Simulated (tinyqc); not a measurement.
Switching kinetics of a ferroelectric film and the memory window of a ferroelectric gate stack: one step, computed by the program tinyqc. Command: `OMP_NUM_THREADS=1 python tinyqc.py 3008507 3008508 out.jsonl feswitch walk`. One thread of a shared host (Intel(R) Xeon(R) Processor @ 2.30GHz), about 0.01 s of CPU time with the checks.

Fields in MV/cm; 1 microcoulomb/cm^2 over eps_0 is 11.29409 MV/cm. In the stack (metal, ferroelectric, interlayer, channel) the channel is taken as a conductor.

Question. Memory window. Saturated branches: P(E) = P_s tanh[(E -/+ E_c)/(2 delta)], delta = E_c/ln[(1 + P_r/P_s)/(1 - P_r/P_s)]; D = P + eps_0 eps_F E. At threshold the channel charge is negligible, so D = 0 on each branch: (1 - s) P(E) + eps_0 eps_F E = 0, with the screened share s. The rising branch has the root E0 between 0 and E_c; window = 2 E0 t_F; its upper bound is 2 E_c t_F.

Inputs (values chosen for the exercise, for a model hafnia-based film):
```
quantity                                 value               unit
saturation polarisation P_s                 25  microcoulomb/cm^2
ratio P_r/P_s                             0.92                  -
coercive field E_c                         1.6              MV/cm
permittivity of the ferroelectric eps_F     31                  -
thickness t_F                               23                 nm
share s of P screened by trapped charge   0.65                  -
```

delta = 0.5034528 MV/cm

Give: field E0; memory window; bound 2 E_c t_F; fixed-charge estimate 2 (1 - s) P_r t_F/(eps_0 eps_F).

Answer.

field E0 = 1.201 MV/cm

memory window = 5.525 V

bound 2 E_c t_F = 7.36 V

fixed-charge estimate 2 (1 - s) P_r t_F/(eps_0 eps_F) = 13.49 V

Charge and coercive field both limit the window.
